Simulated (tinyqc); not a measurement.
Range and order of the fit: effective mass of the conduction band from tabulated energies.

c = hbar^2/2m0. A uniform scatter of up to 0.1 meV has been added to mimic numerical noise.
Constants: hbar^2/2m0 = 3.80998211 eV angstrom^2.

Energies along [100], from the band edge:
```
k (1/angstrom)    E (meV)
0.000000          0.00000
0.006600          2.46710
0.013200          9.93360
0.019800         22.10770
0.026400         39.05080
0.033000         60.29800
0.039600         85.75200
0.046200        114.86610
0.052800        147.36220
```

reference mass (curvature of the model at k = 0.0001 1/angstrom) = 0.066400 m0

Least-squares fits of E = a k^2 (+ b k^4 + d k^6) over points 1 to n, and the line y = c k^2/E against E; errors of m against the reference.

Results:
```
n  E at point n (meV)  one term (%)  two terms (%)  three terms (%)  line (%)  rms residual, one term (meV)
3                22.1          1.56          -0.01             1.76      0.90                         0.057
4                39.1          2.17           0.61            -0.20      0.81                         0.099
5                60.3          3.10           0.47             0.61      0.71                         0.247
6                85.8          4.13           0.60             0.40      0.66                         0.466
7               114.9          5.40           0.58             0.56      0.60                         0.843
8               147.4          6.85           0.64             0.52      0.54                         1.385
```

The error of the parabola goes from +1.56 to +6.85 % as the range widens, and at n = 8 its residual, 1.38 meV, is only 0.9 % of the top energy: a small residual does not vouch for the mass. Over the full range (n = 8) the best form is three terms (0.52 %); the line errs by +0.90 % at n = 3 and +0.54 % at n = 8. Many terms on few points amplify the scatter: three terms err by +1.8 % at n = 3 but by +0.5 % at n = 8.

tinyqc: `OMP_NUM_THREADS=1 python tinyqc.py 1850033 1850034 out.jsonl`; about 0.01 s, one thread, shared Intel(R) Xeon(R) Processor @ 2.30GHz.
